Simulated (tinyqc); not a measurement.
# Site energy and hopping from one surface Green function

Question. A semi-infinite chain with site energy e0 and hopping -t has g_s = 1/(E - e0 - t^2 g_s). Inside the band |g_s| = 1/t and Re g_s = (E - e0)/(2 t^2). Find t and e0.

g_s at E = -0.59 eV = -0.60000000-0.80000000i 1/eV

Answer. t = 1/|g_s|, and e0 = E - 2 t^2 Re g_s.

t = 1.000 eV
e0 = 0.6100 eV

Computed by the program tinyqc: `OMP_NUM_THREADS=1 python tinyqc.py 2680004 2680005 out.jsonl`, one thread of a shared Intel Xeon 2.30GHz, about 0.06 s for the whole run.
